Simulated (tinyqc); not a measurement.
Round or elliptic silicon nanowire with anisotropic valleys (Ritz method): one step. Matrices of three even functions.

Wire along x = [100] on a (001) wafer, y = [010], z = [001]. Valley groups, two valleys each (w = inverse masses): A, axis along z: w_y = 1/mt, w_z = 1/ml, m_x = mt; B, axis along y: w_y = 1/ml, w_z = 1/mt, m_x = mt; C, axis along x: w_y = w_z = 1/mt, m_x = ml.

Hard wall on the ellipse (y/a)^2 + (z/b)^2 = 1, c = hbar^2/2m0. With u = y/a, v = z/b the operator is -c [(w_y/a^2) d2/du2 + (w_z/b^2) d2/dv2] on the unit disc. Basis (1 - u^2 - v^2) u^i v^j; S, X and Y are the disc integrals of f f', (df/du)(df'/du) and (df/dv)(df'/dv), from the integral of u^p v^q = 2 Gamma((p+1)/2) Gamma((q+1)/2)/((p + q + 2) Gamma((p+q+2)/2)) for even p, q; H = c (w_y X/a^2 + w_z Y/b^2).

Constants: hbar^2/2m0 = 3.80998211 eV angstrom^2.

Inputs chosen for the exercise (near those of a Si nanowire; shifted at random, so the results belong to these values and not to a real crystal): ml = 0.906 m0 (longitudinal mass); mt = 0.187 m0 (transverse mass); a = 28 angstrom (semi-axis along y); b = 14 angstrom (semi-axis along z); group = B (valley group worked out).

Task: Basis 1, u^2, v^2 times (1 - u^2 - v^2); form S and H for the chosen group.

Give: S; H.

Result:

S, lower triangle:
```
            1       u^2       v^2
1    1.047198
u^2  0.130900  0.039270
v^2  0.130900  0.013090  0.039270
```

H (meV), lower triangle:
```
            1      u^2      v^2
1    343.4202
u^2   57.2367  24.2723
v^2   57.2367   7.1546  75.8920
```

(tinyqc, `OMP_NUM_THREADS=1 python tinyqc.py 1250789 1250790 out.jsonl`, Intel(R) Xeon(R) Processor @ 2.30GHz, 1 thread, shared host, about 0.04 s.)
